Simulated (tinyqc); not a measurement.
Eight-band Kane k.p model with strain: one step. Strain terms.

Strain (Bir-Pikus): H_SS gains ac tr(e); H_XX gains l exx + m (eyy + ezz) and H_XY gains n exy, with l = av + 2 b, m = av - b, n = sqrt(3) d. The sign of av is such that the gap moves by (ac - av) tr(e); the change of P with strain is neglected.

Inputs chosen for the exercise (near those of CdTe; shifted at random, so the results belong to these values and not to a real crystal):
```
symbol  value  unit  meaning
ac      -4.04  eV    conduction deformation potential
av      0.56   eV    valence hydrostatic potential
b       -1.25  eV    tetragonal shear potential
d       -5.01  eV    trigonal shear potential
```

strain tensor in the cubic axes, rows x, y, z and columns alike:
$$\begin{pmatrix}
-0.01531323 & 0.00000000 & 0.00000000 \\
0.00000000 & -0.01531323 & 0.00000000 \\
0.00000000 & 0.00000000 & 0.02122015
\end{pmatrix}$$

Question. Form the strain terms of the Hamiltonian.

Give: ac tr(e); strain block of X, Y, Z (the same for both spins).

Answer.

ac tr(e) = 0.03800 eV

strain block of X, Y, Z (the same for both spins) (eV), rows X, Y, Z and columns alike:
$$\begin{pmatrix}
0.04040 & 0 & 0 \\
0 & 0.04040 & 0 \\
0 & 0 & -0.09660
\end{pmatrix}$$

(tinyqc, `OMP_NUM_THREADS=1 python tinyqc.py 1080239 1080240 out.jsonl`, Intel(R) Xeon(R) Processor @ 2.30GHz, 1 thread, shared host, about 0.01 s.)
